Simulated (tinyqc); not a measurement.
## Polarisation charge from two barrier thicknesses

Inverse problem. VT = phiB - dEc - q sigma d/(eps0 eps_r). Find sigma, phiB - dEc and the thickness at which VT = 0.

Inputs (values chosen for the exercise):
```
symbol,value,unit,meaning
eps_r,9.3,,relative permittivity of barrier and channel
```

Constants: q = 1.602176634e-19 C, eps0 = 8.8541878128e-14 F/cm where lengths are in cm. Results are converted to the units shown.

VT for d = 30 and 36 nm (V): [-8.4382956, -10.288155]

Solution. VT is linear in d.

sigma = 1.585e13 cm^-2
phiB - dEc = 0.8110 V
thickness for VT = 0 = 2.630 nm

Program tinyqc, `OMP_NUM_THREADS=1 python tinyqc.py 2570078 2570079 out.jsonl`; Intel Xeon 2.30GHz, shared host, one thread, about 0.03 s.
